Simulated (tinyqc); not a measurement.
# Free and trapped electrons in a MOS channel with a dense trap tail: effects of single changes

p-type body, charge-sheet picture, full ionisation (an idealisation for deep acceptors), Boltzmann statistics for free electrons. e = Ec - EF at the surface. Acceptor-like traps of density D(E) = D0 + De exp(-E/Ew) at depth E below Ec, from 0 to Eu, hold n_t = integral of D(E)/(1 + exp((e - E)/Vt)). psi = Eg - Vt ln(Nv/Na) - e; N_dep = sqrt(2 eps0 eps_r Na (psi - Vt)/q); n_f = sqrt(N_dep^2 + 2 eps0 eps_r Vt Nc exp(-e/Vt)/q) - N_dep; Vg = Vfb + psi + q (N_dep + n_t + n_f)/Cox, Cox = eps0 eox/tox.

Parameters, values chosen for the exercise; band and dielectric values close to those of 4H silicon carbide: temperature T = 300 K; band gap Eg = 3.2 eV; relative permittivity eps_r = 9.65; conduction-band density of states at T Nc = 1.73e19 cm^-3; valence-band density of states at T Nv = 2.46e19 cm^-3; relative permittivity of the insulator eox = 3.9; insulator thickness tox = 41 nm; acceptor density Na = 9.3e15 cm^-3; flat-band voltage without trapped charge Vfb = -2.02 V; constant background density of acceptor-like traps D0 = 6.2e10 cm^-2 eV^-1; density of the tail at the conduction edge De = 6.6e13 cm^-2 eV^-1; decay energy of the tail Ew = 0.14 eV; depth below Ec down to which the traps reach Eu = 0.76 eV; mobility of free electrons mf = 92 cm^2/(V s).

Constants: q = 1.602176634e-19 C, kB = 1.380649e-23 J/K, Vt = kB T/q, eps0 = 8.8541878128e-14 F/cm where lengths are in cm. Results are converted to the units shown.

Each table varies one quantity; the others keep the values above.

## Free and trapped charge against gate voltage

Free share n_f/(n_f + n_t); swing ln 10 n_f/(dn_f/dVg); field-effect mobility mf q (dn_f/dVg)/Cox, for a constant mf; oxide field q (N_dep + n_t + n_f)/(eps0 eox).

Free and trapped charge against gate voltage:
```
Vg (V),e (eV),n_f (cm^-2),n_t (cm^-2),free share (%),swing (mV/decade),field-effect mobility (cm^2/(V s)),oxide field (MV/cm)
2.6,0.3967,1.021e6,5.568e11,1.834e-4,545.4,7.544e-4,0.4928
4.4,0.2688,1.404e8,1.423e12,0.009862,1243,0.04550,0.9006
6.1,0.2037,1.717e9,2.275e12,0.07543,1939,0.3569,1.299
7.9,0.1568,1.039e10,3.183e12,0.3254,2721,1.539,1.727
9.6,0.1235,3.659e10,4.030e12,0.8998,3559,4.143,2.133
11.4,0.09546,1.016e11,4.894e12,2.033,4650,8.802,2.566
13.2,0.07251,2.229e11,5.705e12,3.760,5991,14.99,2.999
14.9,0.05394,4.009e11,6.409e12,5.887,7410,21.80,3.409
16.7,0.03647,6.667e11,7.079e12,8.608,8923,30.11,3.844
```

Read the table: what changes, and by how much?

n_f reaches 1e11 cm^-2 at Vg = 11.4 V, against 2.09 V without traps. The free share rises from 1.83e-4 to 8.61 % and the field-effect mobility rises from 7.54e-4 to 30.1 cm^2/(V s), although mf = 92 is constant: in the last row 32.7 % of Cox dVg goes into free electrons. The swing in the first row is 545 mV a decade (Vt ln 10 = 59.5). For Vg = 16.7 EF lies less than 2 Vt below the band edge, or above it, where degeneracy and confinement, left out, matter.

## Effect of the density of the tail at the conduction edge

VT is the Vg for n_f = 1e11 cm^-2; swing ln 10 n_f/(dn_f/dVg) at n_f = 1e8 cm^-2; the last three columns are for Vg = VT + 3.3 V, with free share n_f/(n_f + n_t) and field-effect mobility mf q (dn_f/dVg)/Cox; there EF is near the band edge, where Boltzmann statistics are rough.

Results:
```
De (cm^-2 eV^-1),e at VT (eV),VT (V),q n_t/Cox at VT (V),swing (mV/decade),n_f (cm^-2),free share (%),field-effect mobility (cm^2/(V s))
1e12,0.09590,2.304,0.2177,94.81,1.719e12,90.96,89.73
2e12,0.09590,2.444,0.3572,111.4,1.669e12,84.99,88.79
5e12,0.09590,2.862,0.7755,161.1,1.526e12,69.81,85.59
1e13,0.09590,3.559,1.473,244.0,1.310e12,51.25,79.15
2e13,0.09590,4.954,2.867,409.7,9.682e11,29.37,63.86
9e13,0.09590,14.72,12.63,1570,2.877e11,3.403,13.71
2e14,0.09590,30.06,27.97,3393,1.727e11,1.045,4.661
```

Estimate the missing row, De = 4e13 cm^-2 eV^-1.

Computed row:
```
De (cm^-2 eV^-1),e at VT (eV),VT (V),q n_t/Cox at VT (V),swing (mV/decade),n_f (cm^-2),free share (%),field-effect mobility (cm^2/(V s))
4e13,0.09590,7.743,5.656,741.2,5.802e11,12.15,37.80
```

With this row back in the table: As De goes from 1e12 to 2e14, VT rises from 2.30 to 30.1 V, its part due to traps rises from 0.218 to 28.0 V, the swing rises from 94.8 to 3390 mV/decade and the field-effect mobility falls from 89.7 to 4.66 cm^2/(V s).

tinyqc, about 0.02 s, one thread, Intel Xeon 2.30GHz (shared host): `OMP_NUM_THREADS=1 python tinyqc.py 2222143 2222144 out.jsonl`
